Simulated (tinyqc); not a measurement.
Punch-through p+-n junction, ionisation integral and breakdown: one step of the calculation.

A p+ layer at x < 0 and an n drift layer from x = 0 to L on an n+ substrate. Depletion approximation, built-in voltage neglected. Local ionisation coefficients alpha_n = an exp(-(bn/E)^mx), alpha_p = ap exp(-(bp/E)^mx). Electrons move towards +x, holes towards x = 0.

Task. Field and ionisation coefficients on a grid. W = sqrt(2 eps0 eps_r V/(q N)), peak field E0 = q N W/(eps0 eps_r), falling linearly to 0 at W; if W > L the layer is punched through: W = L, E0 = V/L + q N L/(2 eps0 eps_r), falling linearly to E1 = V/L - q N L/(2 eps0 eps_r). Grid: 12 equal steps from 0 to fr W.

Parameters, values chosen for the exercise; material values close to those of 4H silicon carbide: relative permittivity eps_r = 9.75; prefactor of the electron ionisation coefficient an = 1.71e8 1/cm; field constant for electrons bn = 3.19e7 V/cm; prefactor of the hole ionisation coefficient ap = 3.45e8 1/cm; field constant for holes bp = 2.63e7 V/cm; exponent mx = 1; donor density of the drift layer N = 8.8e15 cm^-3; thickness of the drift layer L = 12 um; reverse voltage V = 1710 V; share of the depleted width that the grid covers fr = 1.

Constants: q = 1.602176634e-19 C, eps0 = 8.8541878128e-14 F/cm where lengths are in cm. Results are converted to the units shown.

Wanted: W; x; E; alpha_n; alpha_p.

Result.

W = 12.00 um

| point | x (um) | E (kV/cm) | alpha_n (1/cm) | alpha_p (1/cm) |
|---|---|---|---|---|
| 0 | 0.00 | 2405 | 296.7 | 6143 |
| 1 | 1.00 | 2242 | 112.9 | 2769 |
| 2 | 2.00 | 2078 | 36.89 | 1101 |
| 3 | 3.00 | 1915 | 9.963 | 374.3 |
| 4 | 4.00 | 1752 | 2.108 | 104.0 |
| 5 | 5.00 | 1588 | 0.3240 | 22.21 |
| 6 | 6.00 | 1425 | 0.03243 | 3.330 |
| 7 | 7.00 | 1262 | 0.001788 | 0.3054 |
| 8 | 8.00 | 1098 | 4.165e-5 | 0.01376 |
| 9 | 9.00 | 935.0 | 2.609e-7 | 2.101e-4 |
| 10 | 10.00 | 771.7 | 1.909e-10 | 5.460e-7 |
| 11 | 11.00 | 608.4 | 2.896e-15 | 5.808e-11 |
| 12 | 12.00 | 445.1 | 1.276e-23 | 7.501e-18 |

tinyqc, about 0.1 s, one thread, Intel Xeon 2.30GHz (shared host): `OMP_NUM_THREADS=1 python tinyqc.py 2120140 2120141 out.jsonl`
